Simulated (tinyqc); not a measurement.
Changing the atoms in the particle N: equilibrium crystal shape, supported particles, Gibbs-Thomson effect and coarsening. Computed by tinyqc, a small Python program. Command: `OMP_NUM_THREADS=1 python tinyqc.py 3002354 3002355 out.jsonl wulff sweep`. One thread of a shared host (Intel(R) Xeon(R) Processor @ 2.30GHz), about 0.1 s of CPU time with the checks.

A cubic crystal bounded by {100}, {110} and {111} facets only.

Inputs (values chosen for the exercise, for a model metal):
```
quantity                         value      unit
lattice constant a                3.91  angstrom
first-neighbour bond energy e1    0.27        eV
second-neighbour bond energy e2  0.033        eV
temperature T                     1150         K
```

Surface energies: broken bonds, bcc.

Constants: 1 eV/angstrom^2 = 16.02176634 J/m^2; e = 1.602176634e-19 C; k_B = 8.617333262e-05 eV/K.

Method:
- A cut with normal n breaks sum_R |R.n|/(2 Omega) bonds per area (R over all neighbours of a shell) and makes two surfaces: gamma = sum over shells e_s sum_R |R.n|/(4 Omega). bcc: 8 neighbours a/2 (1,1,1), 6 at a (1,0,0), Omega = a^3/2.
- Wulff construction: the facet planes lie at distances lambda gamma from the centre, and the shape is the region inside all of them; V = (1/3) sum of area x distance. gamma_mean = sum A gamma / sum A; shape factor eta = A/V^(2/3) (4.836 for a sphere). lambda follows from V = N Omega.
- For the Wulff shape mu - mu(bulk) = 2 Omega gamma/h, with gamma and h = lambda gamma the energy and distance of any one facet plane, here (111); the vapour pressure rises by exp[(mu - mu(bulk))/(k_B T)].

One run for each value:
```
atoms in the particle N  mu - mu(bulk) (meV)  pressure ratio  surface energy per atom (eV)
2.00e+02                               164.5           5.257                        0.2467
6.30e+02                               112.2           3.102                        0.1683
6.30e+03                                52.1           1.691                        0.0781
2.00e+04                                35.4           1.430                        0.0531
6.30e+04                                24.2           1.276                        0.0363
2.00e+05                                16.4           1.181                        0.0247
6.30e+05                                11.2           1.120                        0.0168
2.00e+06                                 7.6           1.080                        0.0115
```

Give the missing row, atoms in the particle N = 2.00e+03.

Computed row:
```
atoms in the particle N  mu - mu(bulk) (meV)  pressure ratio  surface energy per atom (eV)
2.00e+03                                76.3           2.160                        0.1145
```

Interpolating between the two neighbouring rows (the first column on a logarithmic scale, the others too where they are positive) misses most in pressure ratio, by 5.9 %. Over the rows, mu - mu(bulk) (meV) falls from 164 to 7.63 (exponent d ln y / d ln x about -0.33 throughout); pressure ratio falls from 5.26 to 1.08 (exponent d ln y / d ln x -0.46 between the first rows and -0.031 between the last); surface energy per atom (eV) falls from 0.247 to 0.0115 (exponent d ln y / d ln x about -0.33 throughout). The exponent of mu - mu(bulk) stays at -0.33: mu goes as 1/size. The exponent of surface energy per atom stays at -0.33: surface over volume.

Caution (rows 200, 630, 2000): below a few thousand atoms edges and corners add to the energy and facets hold few atoms.
